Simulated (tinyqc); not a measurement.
What moves the results: deep level as a short-range spherical well. A value that a table varies takes the place of the one given here.

A spherical well of radius R and depth V0 below the conduction edge, one mass m, c = hbar^2/2m0. The s level at binding Et solves k cot(k R) = -kappa with k = sqrt(m (V0 - Et)/c), kappa = sqrt(m Et/c); it exists for V0 > Vc = c (pi/2R)^2/m. Outside, psi falls as exp(-kappa r)/r.

Lucovsky model (delta well, plane-wave final states, no local-field factor): sigma = (32 pi alpha c/(3 n_r m Et)) (x - 1)^(3/2)/x^3, x = h nu/Et, c = hbar^2/2m0; 1 angstrom^2 = 1e-16 cm^2.

Constants: hbar^2/2m0 = 3.80998211 eV angstrom^2; fine-structure constant alpha = 0.007297352564; e^2/(4 pi eps0) = 14.39964547 eV angstrom; kB = 8.617333262e-05 eV/K.

Inputs chosen for the exercise (near those of Ge; not measured data): R = 2.6 angstrom (radius of the well); m = 0.119 m0 (mass); fV = (1.03, 1.13, 1.24, 1.73, 2.27, 3.49, 5.64) (V0/Vc); n_r = 4.12 (refractive index); xs = (1.04, 1.25, 1.37, 1.71, 2.2, 2.67, 4.46, 6.21) (photon energies h nu/Et); eps = 16 (static dielectric constant); T = 150 K (temperature); Fs = (1, 5, 20, 50, 100, 200) kV/cm (fields).

## From threshold to a deep level

Et against the depth at fixed R; near threshold Et = (pi^2/16)(V0 - Vc)^2/Vc.

Results:
```
V0/Vc  V0 (eV)   Et (eV)  threshold form (eV)  1/kappa (angstrom)  share outside
1.03    12.037  0.006348             0.006488                71.0          0.964
1.13    13.205    0.1113               0.1218                17.0          0.860
1.24    14.491    0.3537               0.4152                 9.5          0.766
1.73    20.217     2.531                3.841                 3.6          0.505
2.27    26.527     6.161                11.63                 2.3          0.359
3.49    40.784     16.56                44.69                 1.4          0.207
5.64    65.910     37.91                155.2                 0.9          0.111
```

The threshold form holds to 10 % up to V0/Vc = 1.13 of those listed. There the state is mostly outside the well (96 % in the first row) and knows only Et, which is why a delta-well model works; more than half is inside from V0/Vc = 2.27 on. A second s level would need V0/Vc > 9. From V0/Vc = 1.73 on Et exceeds the gap of the host, about 0.7 eV, so those rows only show the model.

## Neutral against charged centre

Et = 0.36062 eV

Lucovsky cross-section, its shape relative to the peak, and the shape of a hydrogen-like centre relative to threshold: x^-4 exp(4 - 4 atan(e)/e)/(1 - exp(-2 pi/e)), e = sqrt(x - 1).

Results:
```
x     h nu (eV)  sigma (1e-18 cm^2)  relative to peak  hydrogen-like
1.04      0.375                3.75             0.057          0.901
1.25      0.451                33.7             0.512          0.548
1.37      0.494                46.1             0.700          0.426
1.71      0.617                63.0             0.957          0.230
2.20      0.793                65.1             0.988          0.113
2.67      0.963                59.7             0.907          0.064
4.46      1.608                38.2             0.580          0.014
6.21      2.239                26.2             0.397          0.005
```

The short-range centre starts from zero, reaches half its peak at x = 1.24 and peaks at x = 2; in the last row it still has 40 % of the peak. The Coulomb centre is largest at threshold and is down to 0.5 % there. Reading the peak as the threshold would misplace the level by a factor 2, here 0.36 eV. Rows above the gap, about 0.7 eV, are hidden by band-to-band absorption.

## Emission in a field

Barrier lowering for a charged centre (Poole-Frenkel) is 2 sqrt(q e F/eps), q = e^2/(4 pi eps0), and for the neutral well e F R; the one-dimensional enhancement is exp(lowering/kB T). 1 kV/cm = 1e-5 V/angstrom; tunnelling is left out.

Results:
```
F (kV/cm)  lowering, charged (meV)  enhancement  saddle at (angstrom)  lowering, neutral (meV)  enhancement
1                              6.0         1.59                   300                     0.03        1.002
5                             13.4         2.82                   134                     0.13        1.010
20                            26.8         7.97                    67                     0.52        1.041
50                            42.4         26.6                    42                     1.30        1.106
100                           60.0          104                    30                     2.60        1.223
200                           84.9          709                    21                     5.20        1.495
```

At 200 kV/cm the charged centre emits 709 times faster and the neutral one 1.50 times: the logarithm of the enhancement is linear in sqrt(F) for the first and in F for the second, which tells the charge state. The largest lowering is 24 % of Et.

Computed by tinyqc, a small Python program: `OMP_NUM_THREADS=1 python tinyqc.py 1281870 1281871 out.jsonl` (the numbers bound the seed that draws the inputs); one thread of a shared host (Intel(R) Xeon(R) Processor @ 2.30GHz), about 0.01 s for the whole set of steps.
